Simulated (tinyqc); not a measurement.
Levels of description: finite square well with mass mismatch (envelope functions).

A square well of width L and depth V0, mass mw inside and mb outside, energies from the bottom of the well, c = hbar^2/2m0. k = sqrt(mw E/c), kappa = sqrt(mb (V0 - E)/c). psi and psi'/m are continuous at the walls (BenDaniel-Duke), so level n solves k L + 2 atan[(k/mw)/(kappa/mb)] = n pi.

Non-parabolic bands: mw is replaced by mw (1 + alpha_w E) and mb by mb (1 - alpha_b (V0 - E)), in k, kappa and the matching condition alike.

Constants: hbar^2/2m0 = 3.80998211 eV angstrom^2.

Inputs chosen for the exercise (near those of a strained Si well in SiGe; the results hold for these values, not for the real material):
- L = 64 angstrom (well width)
- V0 = 0.177 eV (barrier height)
- mw = 0.916 m0 (mass in the well)
- mb = 0.932 m0 (mass in the barrier)
- alpha_w = 0.49 1/eV (non-parabolicity in the well)
- alpha_b = 0.5 1/eV (non-parabolicity in the barrier)

The same well five ways. mb = mw: the barrier takes the mass of the well. psi' continuous: kappa holds mb but the condition drops the masses, k L + 2 atan(k/kappa) = n pi. The last column is measured against BenDaniel-Duke.

Levels (eV):
```
model                E1      E2      E3  E1 - E1(BDD) (meV)
infinite walls   0.0100  0.0401  0.0902                 2.5
mb = mw          0.0075  0.0300  0.0667                 0.0
BenDaniel-Duke   0.0075  0.0299  0.0666                 0.0
psi' continuous  0.0076  0.0301  0.0668                 0.0
non-parabolic    0.0076  0.0299  0.0654                 0.1
```

Hard walls put E1 2.5 meV too high. Ignoring the mass step moves it by 0.0 meV and the wrong matching by 0.0 meV: with mb/mw = 1.02, continuity of psi'/m lets the slope outside be 1.02 times the slope inside, which acts like a softer wall. Non-parabolicity shifts E1 by +0.1 meV, the balance of a heavier mass in the well, which lowers it, and a lighter mass deep in the barrier, which hardens the wall. Among the finite wells the largest departure in E1 is that of the model 'non-parabolic'.

Program tinyqc; command `OMP_NUM_THREADS=1 python tinyqc.py 1282370 1282371 out.jsonl`; about 0.01 s on one thread of a shared Intel(R) Xeon(R) Processor @ 2.30GHz.
